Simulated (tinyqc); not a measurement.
Worked calculation: Stoner model of a band ferromagnet. Values are carried at full precision from step to step, so a last printed digit may differ when a step is redone from the rounded ones.

Density of states per atom and spin: semi-elliptic, D(e) = (8 M/(pi W^2)) sqrt(W^2/4 - e^2). Levels e -/+ I m/2 for up and down spin, m = n_up - n_down, n_up + n_down = nd. At zero temperature e(N) is the energy below which N states lie, and E(m) = sum over spins of integral e D de - I m^2/4.

Inputs chosen for the exercise:
- W = 4.5 eV (band width, e from -W/2 to W/2)
- M = 5 (states per atom and spin)
- nd = 7.24 (electrons per atom)
- I = 0.59 eV (Stoner parameter)

## The paramagnetic state and the Stoner criterion

Find EF from nd/2 states per spin, D(EF) and the product I D(EF); below 1 the susceptibility is enhanced by 1/(1 - I D).

EF = 0.8095 eV
D(EF) = 1.3200 1/eV
I D(EF) = 0.7788

The paramagnet is locally stable, with a susceptibility enhanced 4.52 times.

## Energy against moment

Tabulate the splitting that the band needs, e(n_up) - e(n_down), against I m, and E(m) - E(0), at nine moments up to saturation m_max = min(nd, 2M - nd).

Energy curve:
```
m,e(n_up) (eV),e(n_down) (eV),difference (eV),I m (eV),E - E(0) (meV)
0.000,0.8095,0.8095,0.0000,0.0000,0.0
0.345,0.9419,0.6803,0.2616,0.2036,5.0
0.690,1.0784,0.5534,0.5249,0.4071,20.1
1.035,1.2203,0.4285,0.7918,0.6107,45.9
1.380,1.3694,0.3049,1.0645,0.8142,83.0
1.725,1.5289,0.1822,1.3467,1.0177,132.8
2.070,1.7044,0.0601,1.6443,1.2213,197.3
2.415,1.9096,-0.0619,1.9715,1.4248,280.4
2.760,2.2500,-0.1840,2.4340,1.6284,391.3
```

dE/dm is half of (difference - I m), so E falls wherever I m exceeds the difference.

## The ground state

Take the lowest of E(0), the stationary points e(n_up) - e(n_down) = I m, and saturation.

m = 0.000 muB
exchange splitting I m = 0.000 eV
E - E(0) = 0.0 meV

n_up, n_down: 3.620  3.620

The ground state is not magnetic.

## Checks

- States in the band over M against 1: both 1.000000.

Program tinyqc; command `OMP_NUM_THREADS=1 python tinyqc.py 1650408 1650409 out.jsonl`; about 0.2 s on one thread of a shared Intel(R) Xeon(R) Processor @ 2.30GHz.
